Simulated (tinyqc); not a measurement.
Worked calculation: plane-wave Kohn-Sham cycle with exchange-only LDA in a layered model solid. One step of it, computed by the program tinyqc.

Question. Iteration 1: levels at that k. Diagonalise the Hermitian matrix.

H (hartree):
```
,-3,-2,-1,+0,+1,+2,+3
-3,1.198931,-0.335000,0.000000,0.000000,0.000000,0.000000,0.000000
-2,-0.335000,0.397891,-0.335000,0.000000,0.000000,0.000000,0.000000
-1,0.000000,-0.335000,-0.082732,-0.335000,0.000000,0.000000,0.000000
+0,0.000000,0.000000,-0.335000,-0.242940,-0.335000,0.000000,0.000000
+1,0.000000,0.000000,0.000000,-0.335000,-0.082732,-0.335000,0.000000
+2,0.000000,0.000000,0.000000,0.000000,-0.335000,0.397891,-0.335000
+3,0.000000,0.000000,0.000000,0.000000,0.000000,-0.335000,1.198931
```

Give: eigenvalues.

Answer.

eigenvalues (hartree): -0.6918  -0.2718  0.0829  0.4555  0.5484  1.3305  1.3317
